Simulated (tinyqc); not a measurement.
Gated graphene, quantum capacitance: two steps of the calculation.

phi is the Fermi level above the Dirac point, in volts; Vg is counted from the gate voltage of charge neutrality. Ideal linear bands, no charge puddles.

Inputs (values chosen for the exercise); values close to those of graphene:
```
symbol   value         unit                                                                 meaning
T           77            K                                                             temperature
eox       7.33               relative permittivity of the gate insulator (close to silicon nitride)
tox         24           nm                                                     insulator thickness
vF      1.07e6          m/s                                                          Fermi velocity
Dit          0  cm^-2 eV^-1                                                        density of traps
Vg       -0.54            V                                                            gate voltage
```

Constants: q = 1.602176634e-19 C, kB = 1.380649e-23 J/K, hbar = 1.054571817e-34 J s, Vt = kB T/q, eps0 = 8.8541878128e-14 F/cm where lengths are in cm. Results are converted to the units shown.

Question 1. Gate capacitance. Cox = eps0 eox/tox.

Wanted: Cox.

Answer 1.

Cox = 0.27042 uF/cm^2

Question 2. New phi. N0 = (2/pi)(kB T/(hbar vF))^2; n = N0 F1(phi/Vt), p = N0 F1(-phi/Vt), F1(e) = int_0^infinity u du/(1 + exp(u - e)) = -Li2(-exp(e)); Cq = q d(n - p)/dphi = (q N0/Vt) ln[2 (1 + cosh(phi/Vt))]. Newton: f = phi + q (n - p + Dit phi)/Cox - Vg, phi(new) = phi - f/(1 + (Cq + q Dit)/Cox).

phi at the start = 0.01 V
Cox = 0.27042165 uF/cm^2

Give: n; p; Cq; f; phi after iteration 1.

Answer 2.

n = 1.452e10 cm^-2
p = 1.189e9 cm^-2
Cq = 0.2602 uF/cm^2
f = 0.5579 V
phi after iteration 1 = -0.2743 V

Program tinyqc, `OMP_NUM_THREADS=1 python tinyqc.py 2200051 2200052 out.jsonl`; Intel Xeon 2.30GHz, shared host, one thread, about 0.01 s.
